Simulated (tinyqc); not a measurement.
Inside a calculation: carrier statistics of a doped semiconductor with parabolic bands. Values are carried at full precision from step to step, so a last printed digit may differ when a step is redone from the rounded ones.

Constants: kB = 8.617333262e-05 eV/K; hbar^2/2m0 = 3.80998211 eV angstrom^2.

Values chosen for the exercise (near those of Ge; not measured data):
- Eg0 = 0.739 eV (gap at 0 K)
- al = 0.000469 eV/K (Varshni alpha)
- be = 242 K (Varshni beta)
- T = 85 K
- ml = 1.59 m0 (longitudinal electron mass)
- mt = 0.0832 m0 (transverse electron mass)
- Mv = 4 (equivalent valleys)
- mhh = 0.327 m0 (heavy-hole mass)
- mlh = 0.0425 m0 (light-hole mass)
- ND = 1.5e+12 1/cm^3 (donors)
- NA = 9.3e+16 1/cm^3 (acceptors)
- ED = 0.0121 eV (donor level below Ec)
- EA = 0.0109 eV (acceptor level above Ev)

## Gap and thermal energy

Eg(T) = Eg0 - al T^2/(T + be) (Varshni).

Eg = 0.72864 eV
kT = 0.007325 eV

The gap has shrunk by 10.4 meV from 0 K and is 99.5 kT wide.

## Effective densities of states

m_de = Mv^(2/3) (ml mt^2)^(1/3); m_dh = (mhh^(3/2) + mlh^(3/2))^(2/3); N = 2 (m kB T/(4 pi c))^(3/2) with c = hbar^2/2m0, in 1/angstrom^3; times 1e24 for 1/cm^3.

m_de = 0.5605 m0
m_dh = 0.3371 m0
Nc = 1.5882e+18 1/cm^3
Nv = 7.4084e+17 1/cm^3

The light holes supply 4.5 % of Nv, and Nc/Nv = 2.14.

## Intrinsic density and level

With Boltzmann statistics ni = sqrt(Nc Nv) exp(-Eg/2kT) and Ei = Eg/2 + (kT/2) ln(Nv/Nc), counted from Ev.

ni = 0.000272 1/cm^3
Ei = 0.3615 eV

Ei lies 2.8 meV below midgap, towards the band with the smaller density of states.

## Neutrality by bisection

Energies are counted from Ev, so Ec = Eg. n = Nc F_1/2((EF - Eg)/kT), p = Nv F_1/2(-EF/kT), ND+ = ND/(1 + 2 exp((EF - Eg + ED)/kT)), NA- = NA/(1 + 4 exp((EA - EF)/kT)); neutrality asks p + ND+ = n + NA-. F_j(eta) = (1/Gamma(j + 1)) integral_0^infinity x^j dx/(1 + exp(x - eta)), which tends to exp(eta) for eta << 0.

Start from the bracket [-0.2 eV, Eg + 0.2 eV]; at the midpoint EF take the sign of p + ND+ - n - NA-; where it is positive EF must rise. Fourteen steps are shown.

Bisection (eV, 1/cm^3):
```
step       low     high        EF         n         p       ND+       NA-  sign
1     -0.20000  0.92864   0.36432  0.000398  0.000186  1.50e+12  9.30e+16     -
2     -0.20000  0.36432   0.08216  7.42e-21  9.96e+12  1.50e+12  9.30e+16     -
3     -0.20000  0.08216  -0.05892  3.20e-29  1.30e+19  1.50e+12  1.69e+12     +
4     -0.05892  0.08216   0.01162  4.87e-25  1.42e+17  1.50e+12  2.01e+16     +
5      0.01162  0.08216   0.04689  6.01e-23  1.23e+15  1.50e+12  9.03e+16     -
6      0.01162  0.04689   0.02925  5.41e-24  1.36e+16  1.50e+12  7.01e+16     -
7      0.01162  0.02925   0.02044  1.62e-24  4.45e+16  1.50e+12  4.45e+16     +
8      0.02044  0.02925   0.02485  2.96e-24  2.46e+16  1.50e+12  5.83e+16     -
9      0.02044  0.02485   0.02264  2.19e-24  3.31e+16  1.50e+12  5.15e+16     -
10     0.02044  0.02264   0.02154  1.89e-24  3.84e+16  1.50e+12  4.80e+16     -
11     0.02044  0.02154   0.02099  1.75e-24  4.14e+16  1.50e+12  4.63e+16     -
12     0.02044  0.02099   0.02071  1.69e-24  4.29e+16  1.50e+12  4.54e+16     -
13     0.02044  0.02071   0.02057  1.65e-24  4.37e+16  1.50e+12  4.50e+16     -
14     0.02044  0.02057   0.02051  1.64e-24  4.41e+16  1.50e+12  4.48e+16     -
```

Each step halves the bracket, which is 0.138 meV wide at the last row.

## The neutral state

Solve the neutrality condition for EF to convergence.

EF = 0.0204 eV
n = 1.62e-24 1/cm^3
p = 4.45e+16 1/cm^3
ND+ = 1.50e+12 1/cm^3
NA- = 4.45e+16 1/cm^3

The material is p-type; 47.9 % of the acceptors are ionised. EF lies 2.79 kT inside the gap from the valence edge, so the Fermi integral is needed; n p/(Nc Nv exp(-Eg/kT)) = 0.979.

## Checks

- F_1/2(1) by the trapezoid rule against adaptive quadrature: both 1.575641.
- Positive against negative charge at the solution (1/cm^3): both 4.45422e+16.

Computed by tinyqc, a small Python program: `OMP_NUM_THREADS=1 python tinyqc.py 1681898 1681899 out.jsonl` (the numbers bound the seed that draws the inputs); one thread of a shared host (Intel(R) Xeon(R) Processor @ 2.30GHz), about 0.01 s for the whole set of steps.
